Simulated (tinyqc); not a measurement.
Inside a calculation. Method: plane-wave Kohn-Sham cycle with exchange-only LDA in a layered model solid. Computed by tinyqc, a small Python program that keeps every step. Settings: points = 16, plane-wave index or count = 2, electrons = 2, k points = 1, area = 28.0, mixing = 0.1, iteration cap = 54. Command: `OMP_NUM_THREADS=1 python tinyqc.py 29378 29379 out.jsonl` (the two numbers bound the seeds that draw the settings). One thread of a shared host (Intel(R) Xeon(R) Processor @ 2.60GHz), about 0.01 s of CPU time with the checks. Later iterations appear only in the table of the cycle.

## Iteration 1: potential

A solid whose potential varies along x alone (atomic units):
```
parameter                      value
period a                   16.900000
cross-section of the cell  28.000000
electrons per cell                 2
grid points                       16
plane waves -n..n, n               2
k points                           1
V1 in V1 cos(2 pi x/a)     -0.190000
V2 in V2 cos(4 pi x/a)     -0.100000
```

density at the start, on the grid x_j = j a/N (e/bohr^3): 0.004227  0.004227  0.004227  0.004227  0.004227  0.004227  0.004227  0.004227  0.004227  0.004227  0.004227  0.004227  0.004227  0.004227  0.004227  0.004227

V_H(G) = 4 pi rho(G)/G^2 for G != 0 (uniform background); v_x = -(3 rho/pi)^(1/3); V = V_ext + V_H + v_x; Fourier components f(G_m) = (1/N) sum_j f(x_j) exp(-i G_m x_j).

Potentials on the grid (hartree):
```
x          V_ext     V_H      v_x        V
0.0000   -0.2900  0.0000  -0.1592  -0.4492
1.0562   -0.2462  0.0000  -0.1592  -0.4055
2.1125   -0.1344  0.0000  -0.1592  -0.2936
3.1688   -0.0020  0.0000  -0.1592  -0.1612
4.2250    0.1000  0.0000  -0.1592  -0.0592
5.2812    0.1434  0.0000  -0.1592  -0.0158
6.3375    0.1344  0.0000  -0.1592  -0.0249
7.3937    0.1048  0.0000  -0.1592  -0.0544
8.4500    0.0900  0.0000  -0.1592  -0.0692
9.5062    0.1048  0.0000  -0.1592  -0.0544
10.5625   0.1344  0.0000  -0.1592  -0.0249
11.6188   0.1434  0.0000  -0.1592  -0.0158
12.6750   0.1000  0.0000  -0.1592  -0.0592
13.7312  -0.0020  0.0000  -0.1592  -0.1612
14.7875  -0.1344  0.0000  -0.1592  -0.2936
15.8438  -0.2462  0.0000  -0.1592  -0.4055
```

V(G_m), m = 0, 1, 2, ... (hartree): -0.1592  -0.0950  -0.0500  0.0000  0.0000

## Iteration 1: Hamiltonian at one k

k = 0.0000 2 pi / a

H(m,m') = (k + G_m)^2/2 delta + V(G_m - G_m'), with V(-G) = V(G).

H (hartree):
```
         -2       -1       +0       +1       +2
-2   0.1172  -0.0950  -0.0500   0.0000   0.0000
-1  -0.0950  -0.0901  -0.0950  -0.0500   0.0000
+0  -0.0500  -0.0950  -0.1592  -0.0950  -0.0500
+1   0.0000  -0.0500  -0.0950  -0.0901  -0.0950
+2   0.0000   0.0000  -0.0500  -0.0950   0.1172
```

## Iteration 1: levels at that k

Diagonalise the Hermitian matrix.

eigenvalues (hartree): -0.3158  -0.0848  -0.0174  0.1511  0.1619

## Iteration 1: new density

Motion across x is left out: the lowest 1 band(s) hold two electrons at each of the k points (j + 1/2)/nk - 1/2. Residual R = rho(out) - rho(in); rho(new) = rho(in) + 0.1 R. rho(out) = 2/(a A nk) sum |psi|^2 with psi = sum c exp(i G x). Harris energy E = band energy - dV sum rho (V_H/2 + v_x) + (3/4) dV sum rho v_x with rho(in), dV = a A/N, band energy = (2/nk) sum of the filled levels.

rho(out) (e/bohr^3): 0.017106  0.014179  0.007877  0.002682  0.000447  0.000021  0.000002  0.000025  0.000054  0.000025  0.000002  0.000021  0.000447  0.002682  0.007877  0.014179

density after iteration 1 (e/bohr^3): 0.005515  0.005222  0.004592  0.004072  0.003849  0.003806  0.003804  0.003806  0.003809  0.003806  0.003804  0.003806  0.003849  0.004072  0.004592  0.005222

energy per cell = -0.551986 hartree

## Iteration 2: potential

As before.

Potentials on the grid (hartree):
```
x          V_ext      V_H      v_x        V
0.0000   -0.2900   0.0750  -0.1740  -0.3890
1.0562   -0.2462   0.0663  -0.1708  -0.3508
2.1125   -0.1344   0.0441  -0.1637  -0.2539
3.1688   -0.0020   0.0166  -0.1573  -0.1426
4.2250    0.1000  -0.0091  -0.1543  -0.0634
5.2812    0.1434  -0.0297  -0.1537  -0.0400
6.3375    0.1344  -0.0444  -0.1537  -0.0638
7.3937    0.1048  -0.0532  -0.1538  -0.1022
8.4500    0.0900  -0.0562  -0.1538  -0.1200
9.5062    0.1048  -0.0532  -0.1538  -0.1022
10.5625   0.1344  -0.0444  -0.1537  -0.0638
11.6188   0.1434  -0.0297  -0.1537  -0.0400
12.6750   0.1000  -0.0091  -0.1543  -0.0634
13.7312  -0.0020   0.0166  -0.1573  -0.1426
14.7875  -0.1344   0.0441  -0.1637  -0.2539
15.8438  -0.2462   0.0663  -0.1708  -0.3508
```

V(G_m), m = 0, 1, 2, ... (hartree): -0.1589  -0.0672  -0.0478  0.0000  0.0000

## Iteration 2: Hamiltonian at one k

k = 0.0000 2 pi / a

As before.

H (hartree):
```
         -2       -1       +0       +1       +2
-2   0.1175  -0.0672  -0.0478   0.0000   0.0000
-1  -0.0672  -0.0898  -0.0672  -0.0478   0.0000
+0  -0.0478  -0.0672  -0.1589  -0.0672  -0.0478
+1   0.0000  -0.0478  -0.0672  -0.0898  -0.0672
+2   0.0000   0.0000  -0.0478  -0.0672   0.1175
```

## Iteration 2: levels at that k

As before.

eigenvalues (hartree): -0.2675  -0.0665  -0.0527  0.1412  0.1421

## Iteration 2: new density

As before.

rho(out) (e/bohr^3): 0.016578  0.013861  0.007946  0.002927  0.000611  0.000068  0.000020  0.000050  0.000081  0.000050  0.000020  0.000068  0.000611  0.002927  0.007946  0.013861

density after iteration 2 (e/bohr^3): 0.006621  0.006086  0.004927  0.003958  0.003525  0.003432  0.003426  0.003431  0.003436  0.003431  0.003426  0.003432  0.003525  0.003958  0.004927  0.006086

energy per cell = -0.460854 hartree

## Convergence

Stop when sqrt(dV sum R^2) is below 1e-8, dV = a A/N.

Course of the cycle:
```
iteration  E (hartree)  norm of the residual
1            -0.551986              1.27e-01
2            -0.460854              1.11e-01
3            -0.389918              9.41e-02
4            -0.339318              7.08e-02
5            -0.317760              1.96e-02
6            -0.317467              1.71e-02
7            -0.317247              1.52e-02
8            -0.317072              1.32e-02
9            -0.316940              1.17e-02
10           -0.316837              1.02e-02
11           -0.316759              9.04e-03
...                ...                   ...
44           -0.316504              1.38e-04
45           -0.316504              1.22e-04
46           -0.316504              1.08e-04
47           -0.316504              9.56e-05
48           -0.316504              8.46e-05
49           -0.316504              7.49e-05
50           -0.316504              6.64e-05
51           -0.316504              5.88e-05
52           -0.316504              5.21e-05
53           -0.316504              4.61e-05
54           -0.316504              4.09e-05
```

Not converged within 54 iterations: the residual falls steadily but slowly, by a factor of about 0.89 a step. Reruns (cap 100 unless said): mixing 0.5, Kerker q0 1.0: converged in 60 (E = -0.31650); mixing 0.3, Pulay depth 5: converged in 24 (E = -0.31650); the original settings with a cap of 400: converged in 129 (E = -0.31650).
